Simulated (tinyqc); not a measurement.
Inside a calculation: optical transitions of a finite quantum well. Values are carried at full precision from step to step, so a last printed digit may differ when a step is redone from the rounded ones.

Each carrier sees a square well of width L with its own depth V and masses m (inside), mb (outside); c = hbar^2/2m0, k = sqrt(m E/c), kappa = sqrt(mb (V - E)/c), and level n solves k L + 2 atan[(k/m)/(kappa/mb)] = n pi. The envelope is cos(kz) for odd n and sin(kz) for even n inside, joins exp(-kappa (|z| - L/2)) outside, and is normalised to 1. Excitons and band mixing are left out.

Constants: hbar^2/2m0 = 3.80998211 eV angstrom^2; hc = 1239.841984 eV nm; fine-structure constant alpha = 0.007297352564.

Parameters, chosen for this exercise (near those of a GaAs well in AlGaAs; the results hold for these values, not for the real material): L = 110 angstrom (well width); Eg = 1.519 eV (gap of the well); Vc = 0.243 eV (conduction offset); Vv = 0.132 eV (valence offset); me = 0.0682 m0 (electron, well); meb = 0.0919 m0 (electron, barrier); mh = 0.333 m0 (heavy hole along z, well); mhb = 0.416 m0 (heavy hole, barrier); ml = 0.0874 m0 (light hole along z, well); mlb = 0.1077 m0 (light hole, barrier); Ns = 0.44 x 1e12/cm^2 (electrons in e1); n_r = 3.5 (refractive index); G = 20 meV (half width of the line).

## Confinement energies

Up to three levels for each carrier.

Levels:
```
level  E (eV)  k (1/angstrom)  kappa (1/angstrom)
e1     0.0261         0.02160             0.07234
e2     0.1028         0.04290             0.05815
e3     0.2173         0.06236             0.02492
hh1    0.0066         0.02400             0.11702
hh2    0.0262         0.04788             0.10746
hh3    0.0584         0.07144             0.08965
lh1    0.0189         0.02082             0.05655
lh2    0.0730         0.04093             0.04083
```

## Interband transitions

From e1 and e2 to each hole level: E = Eg + E_e + E_h, wavelength hc/E, squared overlap of the envelopes, and the strength |<S|p|v>|^2 in units of P^2 at the subband edge: overlap^2 times 1/2 (hh) or 1/6 (lh) for light polarised in the plane (TE), times 0 (hh) or 2/3 (lh) along z (TM).

Transitions:
```
pair    E (eV)  wavelength (nm)  overlap^2      TE      TM
e1-hh1  1.5517            799.0     0.9898  0.4949  0.0000
e1-lh1  1.5640            792.8     0.9978  0.1663  0.6652
e1-hh2  1.5713            789.1     0.0000  0.0000  0.0000
e1-hh3  1.6035            773.2     0.0057  0.0029  0.0000
e1-lh2  1.6181            766.2     0.0000  0.0000  0.0000
e2-hh1  1.6284            761.4     0.0000  0.0000  0.0000
e2-lh1  1.6407            755.7     0.0000  0.0000  0.0000
e2-hh2  1.6480            752.3     0.9592  0.4796  0.0000
e2-hh3  1.6802            737.9     0.0000  0.0000  0.0000
e2-lh2  1.6948            731.5     0.9854  0.1642  0.6570
```

The edge is e1-hh1 at 799 nm. Pairs of opposite parity vanish exactly; e1-hh3 is allowed by parity and reaches 0.0057, only because the two envelopes leak differently into the barriers.

## Intersubband transitions from e1

z_1j = <1|z|j>; 1/m1 = <1|1/m|1>; f_1j = (m1/c)(E_j - E_1) z_1j^2, which sums to 1 over all bound and continuum states.

Transitions:
```
pair  E (meV)  wavelength (micrometre)  |z| (angstrom)       f
1-2      76.7                    16.16           26.57  0.9760
1-3     191.2                     6.49            0.00  0.0000
```

m1 = 0.0687 m0
sum of f over bound states = 0.9760

The continuum carries the remaining 0.0240. With hard walls z_12 = 16 L/(9 pi^2) = 19.81 angstrom and f_12 = 256/(27 pi^2) = 0.9607.

## Absorption of one well

For light polarised along z (a real waveguide or Brewster geometry adds an angle factor), with all electrons in e1 and none in e2, the peak fractional absorption is 4 pi alpha Ns c f_12/(n_r m1 G) and the area under the Lorentzian line is pi G times that, c = hbar^2/2m0; 1e12/cm^2 = 1e-4/angstrom^2. EF - E1 = 2 pi c Ns/m1 at zero temperature.

peak absorption = 0.312 %
area = 19.61 % meV
EF - E1 = 15.3 meV

EF lies below e2, as assumed.

## Checks

- Sum of f over all levels of a difference grid (60 cells across the well) against 1: 0.999 against 1.000.
- The strength f_12 on that grid against the matched envelopes: 0.975 against 0.976.

tinyqc: `OMP_NUM_THREADS=1 python tinyqc.py 1282389 1282390 out.jsonl`; about 0.06 s, one thread, shared Intel(R) Xeon(R) Processor @ 2.30GHz.
